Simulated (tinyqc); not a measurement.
A transmission-line measurement read back: specific resistance of a metal-semiconductor contact and its transmission-line measurement. Computed by tinyqc, a small Python program. Command: `OMP_NUM_THREADS=1 python tinyqc.py 3014202 3014203 out.jsonl contact walk`. One thread of a shared host (Intel(R) Xeon(R) Processor @ 2.30GHz), about 0.01 s of CPU time with the checks.

The barrier is parabolic (depletion approximation), energies E are normal energies counted from the band edge in the neutral semiconductor (downwards for holes), and the bias is zero. xi is an input, held fixed when other inputs move.

Inputs (values chosen for the exercise, modelled on n-type germanium):

| quantity | value | unit |
|---|---|---|
| tunnelling mass m | 0.12 | m_0 |
| permittivity eps | 16 | - |
| Richardson constant A* | 146 | A/(cm^2 K^2) |
| barrier height phi_B | 0.61 | eV |
| doping N | 3.6e+19 | 1/cm^3 |
| Fermi level above the band edge in the bulk, xi | 0.063 | eV |
| temperature T | 300 | K |
| sheet resistance R_sh | 580 | ohm |
| contact length d | 0.24 | micrometre |
| contact width W | 0.43 | micrometre |

Image-force lowering: included.

Constants: hbar = 1.054571817e-34 J s; eps_0 = 8.8541878128e-12 F/m; m_0 = 9.1093837015e-31 kg; k_B = 8.617333262e-05 eV/K; e = 1.602176634e-19 C.

Method:
- E_00 = (e hbar/2) sqrt(N/(eps eps_0 m)); band bending E_b = phi_B + xi; depletion width w = sqrt(2 eps eps_0 E_b/(e^2 N)). Image lowering d_phi = (e^3 N E_b/(8 pi^2 (eps eps_0)^3))^(1/4) (E_b in volts), and E_b - d_phi replaces E_b everywhere except in w.
- WKB transmission for E < E_b, with a = E/E_b: D = exp{-(E_b/E_00) [sqrt(1 - a) - a ln((1 + sqrt(1 - a))/sqrt(a))]}; D = 1 above.
- At zero bias 1/rho_c = (e A*/k_B^2) int D(E) f(E) dE, f = 1/(1 + exp((E - xi)/k_B T)); 200 Gauss-Legendre points from 0 to E_b, and k_B T ln(1 + exp((xi - E_b)/k_B T)) for the part above the barrier; the share of tunnelling is the part below.
- Transmission-line model: transfer length L_T = sqrt(rho_c/R_sh); R_c = (R_sh L_T/W) coth(d/L_T). Limits: rho_c/(W d) for d << L_T, sqrt(rho_c R_sh)/W for d >> L_T.
- Transmission-line model: transfer length L_T = sqrt(rho_c/R_sh); R_c = (R_sh L_T/W) coth(d/L_T). Two contacts a gap s apart give R = 2 R_c + R_sh s/W. A straight-line fit gives R_sh from the slope and R_c from the intercept; the simple reading takes L_x = R_c W/R_sh as the transfer length and rho_c = R_sh L_x^2.

R_c W = 82.0067 ohm micrometre

contact resistance R_c = 190.713 ohm

specific contact resistance rho_c = 1.03805e-07 ohm cm^2

Resistances:

| gap s (micrometre) | R (ohm) |
|---|---|
| 0.14 | 570.3 |
| 0.28 | 759.1 |
| 0.57 | 1150.3 |
| 1.10 | 1865.1 |
| 2.30 | 3483.8 |

L_x = 0.14139 micrometre

rho_c by the simple reading = 1.1595e-07 ohm cm^2

simple reading over true value = 1.1170

What follows from these numbers?

The simple reading is 1.12 times too high, the factor coth^2(d/L_T): it holds only for d above about 2 L_T.
